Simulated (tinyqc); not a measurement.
# Trench capacitor in an array: capacitance, non-linearity, leakage and relaxation: several studies

A film between two metal electrodes, each interface adding a series capacitance ci. The small-signal permittivity is ek (1 + aq E^2); the field is found with the linear permittivity. Leakage J = J0 sinh(E/Ef). After a voltage step the film passes a relaxation current kr C V tt^(-nr), tt being the time in seconds. The sidewall is a coaxial capacitor with radii a = dm/2 - t and b = dm/2, depth AR dm; the end face is left out.

Values chosen for this exercise; permittivity of the order of that of silicon nitride:
- ek = 6.56 (relative permittivity of the film)
- t = 7.3 nm (film thickness)
- ci = 1000 uF/cm^2 (capacitance of each electrode interface (dead layer and screening))
- aq = 0.0033 cm^2/MV^2 (quadratic field coefficient of the permittivity)
- V = 0.6 V (bias)
- nr = 0.929 (exponent of the relaxation current)
- kr = 0.00011 (strength of the relaxation)
- J0 = 5.4e-10 A/cm^2 (leakage prefactor)
- Ef = 0.5 MV/cm (field for an e-fold rise of the leakage)
- dm = 36 nm (diameter of the hole)
- AR = 50 (aspect ratio, depth over diameter)
- pt = 70 nm (pitch of the square array)
- rho = 180 uohm cm (resistivity of the inner electrode)
- t0 = 1e-7 s (duration of the write pulse)

Constants: eps0 = 8.8541878128e-14 F/cm where lengths are in cm. Results are converted to the units shown.

Each table varies one quantity; the others keep the values above.

## Capacitance, non-linearity and leakage against thickness

Planar film: Cf = eps0 ek/t, 1/C = 1/Cf + 2/ci, EOT = 3.9 eps0/C, effective permittivity C t/eps0, E = (V/t) C/Cf; quadratic coefficient [C(V)/C - 1]/V^2 with Cf (1 + aq E^2) in C(V).

Capacitance, non-linearity and leakage against thickness:
```
t (nm)	C (uF/cm^2)	EOT (nm)	effective permittivity	E (MV/cm)	quadratic coefficient (ppm/V^2)	J (A/cm^2)
2.5	2.313	1.493	6.530	2.389	5.207e4	3.209e-8
3.7	1.565	2.207	6.539	1.617	2.388e4	6.836e-9
5.5	1.054	3.277	6.546	1.089	1.084e4	2.351e-9
8.2	0.7073	4.882	6.551	0.7307	4887	1.102e-9
12	0.4836	7.141	6.554	0.4995	2285	6.338e-10
18	0.3225	10.71	6.556	0.3331	1017	3.870e-10
27	0.2150	16.06	6.557	0.2221	452.1	2.479e-10
40	0.1452	23.79	6.558	0.1500	206.1	1.644e-10
60	0.09679	35.68	6.559	0.09998	91.61	1.087e-10
```

C falls from 2.31 to 0.0968 uF/cm^2 while the effective permittivity goes from 6.53 to 6.56 (ek = 6.56). EOT is a straight line in t with slope 3.9/ek = 0.595 and intercept 0.00691 nm. The quadratic coefficient goes as t^(-1.99) between the first two rows and t^(-2.00) between the last two (-2 without interfaces), and J falls by 2.47 decades. For t = 2.5, 3.7 direct tunnelling, left out, would add to the leakage.

## Cell against the film thickness

Per length 1/c = ln(b/a)/(2 pi eps0 ek) + (1/a + 1/b)/(2 pi ci); cell capacitance c AR dm; per footprint over pt^2; fields c V/(2 pi eps0 ek r) at r = a and b; resistance of the inner electrode rho AR dm/(pi a^2); time constant R C/3 of the distributed line.

Result of one run:
```
t (nm)	cell capacitance (fF)	per footprint (uF/cm^2)	field at a (MV/cm)	field at b (MV/cm)	R (kohm)	R C/3 (ps)
3.3	3.232	65.96	2.008	1.640	4.773	5.142
```

What becomes of these results when the film thickness t is changed from 3.3 to 7.8 nm, all else the same?

Result of the changed run:
```
t (nm)	cell capacitance (fF)	per footprint (uF/cm^2)	field at a (MV/cm)	field at b (MV/cm)	R (kohm)	R C/3 (ps)
7.8	1.155	23.57	1.034	0.5860	9.913	3.816
```

The whole series:
```
t (nm)	cell capacitance (fF)	per footprint (uF/cm^2)	field at a (MV/cm)	field at b (MV/cm)	R (kohm)	R C/3 (ps)
2.4	4.568	93.23	2.675	2.318	4.238	6.453
3.3	3.232	65.96	2.008	1.640	4.773	5.142
4.3	2.400	48.98	1.600	1.218	5.495	4.396
5.8	1.686	34.40	1.262	0.8553	6.929	3.893
7.8	1.155	23.57	1.034	0.5860	9.913	3.816
10	0.8090	16.51	0.9237	0.4105	16.11	4.346
14	0.4362	8.903	0.9961	0.2214	64.46	9.373
```

As t goes from 2.4 to 14, the cell capacitance falls from 4.57 to 0.436 fF, the capacitance per footprint falls from 93.2 to 8.90 uF/cm^2, the ratio of the two fields rises from 1.15 to 4.50 and R C/3 goes from 6.45 through a minimum of 3.82 (at t = 7.8 among the rows listed) to 9.37 ps; the time constant goes as t^(-0.71) between the first two rows and t^(2.28) between the last two.

## Charge lost after writing

Planar film: Cf = eps0 ek/t, 1/C = 1/Cf + 2/ci, EOT = 3.9 eps0/C, effective permittivity C t/eps0, E = (V/t) C/Cf. A capacitor written for t0 and then left open loses, as a share of C V, kr (tt^(1 - nr) - t0^(1 - nr))/(1 - nr) by relaxation and J tt/(C V) by leakage; both are taken as small, and rows far outside that range are left out.

The same in every row: leakage current (nA/cm^2) = 1.3413.

Charge lost after writing:
```
tt (s)	relaxation current (nA/cm^2)	loss by relaxation (%)	loss by leakage (%)	total loss (%)
1e-6	19660	0.0087618	2.8141e-7	0.0087621
1e-5	2315.2	0.019080	2.8141e-6	0.019082
0.0001	272.64	0.031230	2.8141e-5	0.031258
0.001	32.106	0.045539	2.8141e-4	0.045820
0.01	3.7808	0.062388	0.0028141	0.065202
0.1	0.44523	0.082231	0.028141	0.11037
1	0.052430	0.10560	0.28141	0.38700
10	0.0061742	0.13311	2.8141	2.9472
```

The two currents are equal at tt = 0.0305 s. The loss by relaxation grows from 0.00876 to 0.133 %, by 0.0103 points over the first decade and 0.0275 over the last, while the loss by leakage grows tenfold a decade. Leakage is the larger loss for tt = 1, 10 s.

tinyqc, about 0.01 s, one thread, Intel Xeon 2.30GHz (shared host): `OMP_NUM_THREADS=1 python tinyqc.py 2102167 2102168 out.jsonl`
